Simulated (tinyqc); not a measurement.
Bethe-Salpeter matrix of a two-band chain (Tamm-Dancoff form): one step. Pair energies and the kernel. Three cases, with inputs chosen for the exercise.

Task: List D(k), W(R) and W(q) on the mesh.

One valence and one conduction band, lattice period 1, mesh k = 2 pi j/N. Pair energies D(k) = Eg + 2 t sum(1 - cos k), t = tc + tv. Screened attraction W(R) = U at R = 0 and V/|R| otherwise, R over the N cells with the nearest image; W(q) = sum_R W(R) cos(q R). H(k, k') = D(k) delta - W(k - k')/Nk + 2 J/Nk for singlets (J = 0 for triplets), Nk the number of k points. With a constant transition dipole the strength of a state is f = (sum_k A_k)^2/Nk, and the f sum to 1.

Case 1.

Values chosen: Eg = 6 eV (quasiparticle gap); tc = 0.11 eV (conduction hopping); tv = 0.18 eV (valence hopping); U = 1.93 eV (attraction in the same cell); V = 0.76 eV (attraction at one cell distance); J = 0.4 eV (exchange in the same cell); N = 6 (k points along each axis).

Case 2.

Values chosen: Eg = 5 eV (quasiparticle gap); tc = 0.91 eV (conduction hopping); tv = 0.48 eV (valence hopping); U = 1.64 eV (attraction in the same cell); V = 0.65 eV (attraction at one cell distance); J = 0.25 eV (exchange in the same cell); N = 10 (k points along each axis).

Case 3.

Values chosen: Eg = 5.6 eV (quasiparticle gap); tc = 0.17 eV (conduction hopping); tv = 0.59 eV (valence hopping); U = 1.13 eV (attraction in the same cell); V = 0.57 eV (attraction at one cell distance); J = 0.25 eV (exchange in the same cell); N = 10 (k points along each axis).

Give: Mesh values (eV).

Result:

Case 1.

Mesh values (eV):
```
index j  D(k_j)  W(R = j)  W(q_j)
j0       6.0000    1.9300  4.4633
j1       6.2900    0.7600  2.0567
j2       6.8700    0.3800  1.0433
j3       7.1600    0.2533  0.9167
j4       6.8700    0.3800  1.0433
j5       6.2900    0.7600  2.0567
```

Case 2.

Mesh values (eV):
```
index j   D(k_j)  W(R = j)  W(q_j)
j0        5.0000    1.6400  4.4783
j1        5.5309    0.6500  2.3657
j2        6.9209    0.3250  1.3957
j3        8.6391    0.2167  1.0334
j4       10.0291    0.1625  0.7901
j5       10.5600    0.1300  0.7517
j6       10.0291    0.1625  0.7901
j7        8.6391    0.2167  1.0334
j8        6.9209    0.3250  1.3957
j9        5.5309    0.6500  2.3657
```

Case 3.

Mesh values (eV):
```
index j  D(k_j)  W(R = j)  W(q_j)
j0       5.6000    1.1300  3.6190
j1       5.8903    0.5700  1.7664
j2       6.6503    0.2850  0.9158
j3       7.5897    0.1900  0.5981
j4       8.3497    0.1425  0.3847
j5       8.6400    0.1140  0.3510
j6       8.3497    0.1425  0.3847
j7       7.5897    0.1900  0.5981
j8       6.6503    0.2850  0.9158
j9       5.8903    0.5700  1.7664
```

Computed by tinyqc, one run a case: `OMP_NUM_THREADS=1 python tinyqc.py N N+1 out.jsonl` with N = 1281373, 1282095, 1282505; one thread of a shared Intel(R) Xeon(R) Processor @ 2.30GHz, about 0.2 s a run at most.
